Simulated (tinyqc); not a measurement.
From one set of inputs to another, one input at a time: Haynes-Shockley experiment: drift, diffusion and decay of a minority-carrier pulse. Computed by tinyqc, a small Python program. Command: `OMP_NUM_THREADS=1 python tinyqc.py 3111823 3111824 out.jsonl haynes ladder`. One thread of a shared host (Intel(R) Xeon(R) Processor @ 2.30GHz), about 0.01 s of CPU time with the checks.

A thin sheet of excess carriers is made at x = 0, t = 0 in a long uniform bar; injection is low, so the pulse moves with the minority mobility.

The inputs printed are set A. Set A is modelled on holes in n-type silicon in a lightly doped bar; the values taken over come from a set modelled on electrons in p-type germanium in a lightly doped bar. Inputs not listed in the table keep their values of set A, so the rows need not describe a real material.

Inputs (values chosen for the exercise, modelled on holes in n-type silicon in a lightly doped bar):
```
quantity                       value         unit
minority mobility mu             460   cm^2/(V s)
lifetime tau                      26  microsecond
temperature T                    300            K
field F                           24         V/cm
distance d to the collector     0.91           cm
injected sheet density N0    1.2e+10       1/cm^2
```

Constants: k_B = 8.617333262e-05 eV/K.

Method:
- D = mu k_B T/e, v = mu F.
- Transit time d/v, diffusion length sqrt(D tau), drift length v tau, Peclet number v d/D = e F d/(k_B T).
- dn(x, t) = N0/sqrt(4 pi D t) exp(-(x - v t)^2/(4 D t) - t/tau).
- At fixed x the signal peaks where d ln(dn)/dt = 0: a t^2 + t/2 - x^2/(4 D) = 0 with a = v^2/(4 D) + 1/tau.
- The full width at half maximum is found by solving dn(x, t) = peak/2 on both sides of the peak.
- With w the full width at half maximum: mu = d/(F t_p); D = (w d)^2/(16 ln2 t_p^3); Einstein ratio D/mu against k_B T/e.

Each row keeps all changes above it:
```
input moved                            from          to  time of the peak t_p (microsecond)  width at half maximum (microsecond)  apparent D (cm^2/s)
set A                                     -           -                              81.720                                9.332                11.92
distance d to the collector (cm)       0.91        0.56                              50.252                                7.317                11.93
field F (V/cm)                           24          19                              63.168                               10.317                11.94
minority mobility mu (cm^2/(V s))       460        3870                               7.587                                1.246               100.46
lifetime tau (microsecond)               26         460                               7.597                                1.248               100.46
injected sheet density N0 (1/cm^2)  1.2e+10  2700000000                               7.597                                1.248               100.46
```

Where does the difference come from?

Time of the peak t_p goes from 81.7 to 7.60, a factor 0.0930 in all. The largest single move comes from minority mobility mu (a factor 0.120), and field F works against it (a factor 1.26). Width at half maximum goes from 9.33 to 1.25, a factor 0.134 in all. The largest single move comes from minority mobility mu (a factor 0.121), and field F works against it (a factor 1.41). Apparent D goes from 11.9 to 100, a factor 8.43 in all. The largest single move comes from minority mobility mu (a factor 8.41). The single moves hold for this order of the switches; the total does not depend on the order.

Extremes, crossings and ranges named in words are read from the listed rows.
